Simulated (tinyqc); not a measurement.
# Convergence with the basis

Model: shallow acceptor in the spherical model (Baldereschi-Lipari), strong spin-orbit limit. Computed by tinyqc, a small Python program. Command: `OMP_NUM_THREADS=1 python tinyqc.py 3002368 3002369 out.jsonl acceptor sweep`. One thread of a shared host (Intel(R) Xeon(R) Processor @ 2.30GHz), about 0.02 s of CPU time with the checks.

The 1S(3/2) state has an s envelope f(r) and a d envelope g(r). In effective units they obey -(f'' + 2f'/r + 2f/r) + mu (g'' + 5g'/r + 3g/r^2) = E f and -(g'' + 2g'/r - 6g/r^2 + 2g/r) + mu (f'' - f'/r) = E g. The cubic term, the split-off band and the central cell are left out.

Inputs (values chosen for the exercise, modelled on InAs): Luttinger gamma_1 = 19.7; Luttinger gamma_2 = 8.63; Luttinger gamma_3 = 9.33; dielectric constant eps = 14.3; smallest exponent zeta_1 = 0.93 1/a*; ratio beta of exponents = 2.4.

Constants: Ry = 13.605693123 eV; a_0 = 0.529177210903 angstrom.

Method:
- Ry* = Ry/(gamma_1 eps^2), a* = a_0 eps gamma_1, mu = (6 gamma_3 + 4 gamma_2)/(5 gamma_1), delta = (gamma_3 - gamma_2)/gamma_1; spherical masses 1/(gamma_1 (1 - mu)) (heavy) and 1/(gamma_1 (1 + mu)) (light).
- zeta_i = zeta_1 beta^(i-1), i = 1..n, in both channels.
- Basis: f_i = exp(-zeta_i r), g_i = r exp(-zeta_i r), weight r^2 dr, s = zeta_i + zeta_j. S_ff = 2/s^3, H_ff = zeta_i zeta_j S_ff - 2/s^2; S_gg = 24/s^5, H_gg = 8/s^3 + 24 zeta_i zeta_j/s^5 - 12/s^4; H(f_i, g_j) = mu (6 zeta_i^2/s^4 + 2 zeta_i/s^3); S_fg = 0. Each function is normalised by sqrt(S_ii).
- H c = E S c with c^T S c = 1 and the largest component positive; the d weight is the part of the norm in g.
- Large basis: zeta_i = 0.08 x 1.55^(i-1), i = 1..20 in each channel; overlap eigenvalues below 1e-11 are dropped.
- Binding energies are -E Ry*; the mass that fits is E(1S) eps^2/Ry.

One run for each value:
```
functions per channel n  E (Ry*)  d weight  1S(3/2) binding in Ry*
1                        -1.5029   0.16386                  5.7809
2                        -3.2625   0.28955                  5.7809
3                        -5.2447   0.39132                  5.7809
4                        -5.6700   0.40037                  5.7809
5                        -5.7161   0.40289                  5.7809
6                        -5.7224   0.40325                  5.7809
```

Over the rows, E (Ry*) falls from -1.50 to -5.72 (exponent d ln y / d ln x 1.1 between the first rows and 0.0060 between the last); d weight rises from 0.164 to 0.403 (exponent d ln y / d ln x 0.82 between the first rows and 0.0049 between the last); 1S(3/2) binding in Ry* does not change. The error against the large basis falls from 74 % to 1 %; every E lies above the converged level, as a variational bound must.

Extremes, crossings and ranges named in words are read from the listed rows.
